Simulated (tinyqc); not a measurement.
What the thin-film term adds: Deal-Grove kinetics of thermal oxidation of silicon. Computed by tinyqc, a small Python program. Command: `OMP_NUM_THREADS=1 python tinyqc.py 3026916 3026917 out.jsonl oxide walk`. One thread of a shared host (Intel(R) Xeon(R) Processor @ 2.30GHz), about 0.06 s of CPU time with the checks.

Oxidant diffuses through the oxide and reacts at the interface, so that dx/dt = B/(A + 2x) for the oxide thickness x.

Inputs (values chosen for the exercise, close to those used for silicon): prefactor B0 = 849 um^2/h; activation energy E_B = 1.22 eV; prefactor (B/A)0 = 5.56e+06 um/h; activation energy E_A = 2.01 eV; temperature T = 800 C; oxidant pressure p = 2 atm; pressure exponent m of B/A = 0.73; initial oxide x_i = 0.005 um; ratio c of the extra rate to B/A = 4.7; decay length L = 0.0085 um.

Ambient: dry oxygen. Surface: (111). Extension: thin-film term.

Constants: k_B = 8.617333262e-05 eV/K.

Method:
- B = B0 p exp(-E_B/(k_B T)), B/A = (B/A)0 p^m exp(-E_A/(k_B T)), p in atm; A = B/(B/A).
- Temperatures in kelvin are T(C) + 273.15.
- tau = (x_i^2 + A x_i)/B and x = (A/2) [sqrt(1 + 4 B (t + tau)/A^2) - 1], the root of x^2 + A x = B (t + tau).
- Thin-film (Massoud) form: dx/dt = B/(A + 2x) + c (B/A) exp(-x/L), integrated from x_i by fourth-order Runge-Kutta in 2000 steps, the i-th of length (2 i - 1) t/2000^2.

length A = 0.944380 um

parabolic constant B = 0.00316603 um^2/h

linear constant B/A = 0.00335250 um/h

Thickness:
```
t (h)  Deal-Grove (um)  with the term (um)  difference (nm)
0.02          0.005066             0.00524            0.173
0.05          0.005166             0.00559            0.422
0.1           0.005332             0.00615            0.817
0.3           0.005994             0.00817            2.172
1             0.008306             0.01353            5.223
3             0.014850             0.02358            8.732
10            0.037094             0.04754           10.448
30            0.095869             0.10541            9.536
```

The gain reaches at most 10.4 nm among these rows, at 10 h, and then shrinks, because the thicker film grows more slowly once diffusion matters. If the base rate kept its starting value B/(A + 2 x_i), the gain would level off at L ln(1 + c (1 + 2 x_i/A) exp(-x_i/L)) = 11.0 nm.
